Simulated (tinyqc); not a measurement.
## Arrhenius plot from several rate windows

Emission rate en = sn vth(T) Nc(T) exp(-Et/kB T) = sn g T^2 exp(-Et/kB T), g = vth Nc/(300 K)^2, as vth goes as T^0.5 and Nc as T^1.5 (degeneracy factor 1). Each window ew gives the temperature where en = ew.

Parameters, values chosen for the exercise; material values close to those of silicon:
```
symbol    value   unit                                      meaning
Nc      2.78e19  cm^-3   conduction-band density of states at 300 K
vth       2.2e7   cm/s                    thermal velocity at 300 K
Et         0.18     eV  depth of the trap below the conduction edge
sn      1.3e-17   cm^2                        capture cross-section
```

Constants: q = 1.602176634e-19 C, kB = 1.380649e-23 J/K. Results are converted to the units shown.

Result of one run:
```
ew (1/s)  T peak (K)  q/kB T (1/eV)  ln(ew/T^2)   ln ew
15            114.96         100.94     -6.7811  2.7081
```

What becomes of these results when the rate window ew is changed from 15 to 140 1/s, all else the same?

Result of the changed run:
```
ew (1/s)  T peak (K)  q/kB T (1/eV)  ln(ew/T^2)   ln ew
140           129.18         89.832     -4.7808  4.9416
```

The whole series:
```
ew (1/s)  T peak (K)  q/kB T (1/eV)  ln(ew/T^2)    ln ew
1.7           103.71         111.90     -8.7525  0.53063
5.1           109.11         106.36     -7.7554   1.6292
15            114.96         100.94     -6.7811   2.7081
47            121.84         95.246     -5.7552   3.8501
140           129.18         89.832     -4.7808   4.9416
430           137.65         84.304     -3.7857   6.0638
1300          147.09         78.894     -2.8120   7.1701
3900          157.74         73.567     -1.8532   8.2687
```

The peak rises from 104 to 158 K. ln(ew/T^2) against q/kB T is a straight line of slope -0.1800 eV, the trap depth. Its intercept gives sn = 1.30e-17 cm^2. Leaving out the T^2 gives 0.2019 eV, too high by about 2 kB T.

Computed by the program tinyqc: `OMP_NUM_THREADS=1 python tinyqc.py 2050005 2050006 out.jsonl`, one thread of a shared Intel Xeon 2.30GHz, about 0.01 s for the whole run.
